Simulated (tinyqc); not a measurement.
Sheet resistance and Hall data of a diffused or implanted layer: one step, computed by the program tinyqc. Command: `OMP_NUM_THREADS=1 python tinyqc.py 3016511 3016512 out.jsonl layer walk`. One thread of a shared host (Intel(R) Xeon(R) Processor @ 2.30GHz), about 0.01 s of CPU time with the checks.

Carriers are taken equal to the net active doping down to the junction (full ionisation, which deep dopants in wide-gap hosts do not reach; no spill-over, no depletion), and the Hall factor is 1.

Question. Profile. N(x) = N_0 erfc(x/l), dose N_0 l/sqrt(pi), junction x_j = l erfc^-1(N_B/N_0). Mobility mu = mu_min + (mu_max - mu_min)/(1 + (N_t/N_ref)^alpha), N_t = active doping + N_B; carriers n = active doping - N_B, all dopants active. sigma = e n mu.

Inputs (values chosen for the exercise, modelled on phosphorus in silicon):
```
quantity                                 value        unit
mu_min                                    69.1  cm^2/(V s)
mu_max                                    1440  cm^2/(V s)
N_ref                                  8.7e+16      1/cm^3
exponent alpha                             0.7           -
peak concentration N_0                 1.1e+18      1/cm^3
length scale l                             380          nm
background doping N_B (opposite type)  3.7e+16      1/cm^3
```

Profile: complementary error function. Activation: complete.

Constants: e = 1.602176634e-19 C.

Give: Depth, doping, carriers, mobility and conductivity at 2, 10, 20, 35, 50, 65, 80, 90 and 98 % of the layer.

Answer.

Depth, doping, carriers, mobility and conductivity at 2, 10, 20, 35, 50, 65, 80, 90 and 98 % of the layer:
```
x (nm)  N (1/cm^3)  n (1/cm^3)  mu (cm^2/(V s))  sigma (S/cm)
11.4     1.063e+18   1.026e+18            267.6         43.98
57.1     9.149e+17   8.779e+17            285.4         40.15
114.2    7.380e+17   7.010e+17            312.9         35.15
199.8    5.029e+17   4.659e+17            367.9         27.46
285.4    3.170e+17   2.800e+17            442.6         19.85
371.0    1.841e+17   1.471e+17            538.5         12.69
456.7    9.814e+16   6.114e+16            649.7          6.36
513.7    6.147e+16   2.447e+16            724.9          2.84
559.4    4.109e+16   4.085e+15            780.5          0.51
```

The mobility varies by a factor 2.9 across these points and the conductivity by 86.1.
